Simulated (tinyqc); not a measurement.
Raman line shape of confined optical phonons and breathing modes of small crystals: one step, computed by the program tinyqc. Command: `OMP_NUM_THREADS=1 python tinyqc.py 3023272 3023273 out.jsonl confine walk`. One thread of a shared host (Intel(R) Xeon(R) Processor @ 2.30GHz), about 0.02 s of CPU time with the checks.

Confinement in 3 direction(s) lets phonons with q away from zero scatter light. q is in units of 2 pi/a, from 0 to 1, and the branch is isotropic: omega(q)^2 = (omega_0^2 + omega_X^2)/2 + ((omega_0^2 - omega_X^2)/2) cos(pi q). The model and its constant beta are phenomenological; beta = 8 is the common choice.

Question. Range of wave vectors. Weight W(q) = q^2 exp(-(2 L q/a)^2/(2 beta)) dq, that is exp(-k^2 L^2/(2 beta pi^2)) for k = 2 pi q/a. Width q_c = a sqrt(2 beta)/(2 L), where the exponential falls to 1/e; curvature of the branch: omega(q) = omega_0 - c q^2, c = pi^2 (omega_0^2 - omega_X^2)/(8 omega_0); for small q_c the mean of q^2 is (number of confined directions) q_c^2/2, and the mean shift is -c times that.

Inputs (values chosen for the exercise, modelled on germanium): bulk frequency omega_0 = 300.5 1/cm; frequency at the zone boundary omega_X = 233 1/cm; lattice constant a = 5.658 angstrom; size L = 4.1 nm; confinement constant beta = 8.

Shape: sphere.

Give: q_c; curvature c; mean shift, quadratic estimate; omega(q_c) - omega_0.

Answer.

q_c = 0.276 2 pi/a

curvature c = 147.8 1/cm

mean shift, quadratic estimate = -16.89 1/cm

omega(q_c) - omega_0 = -10.77 1/cm
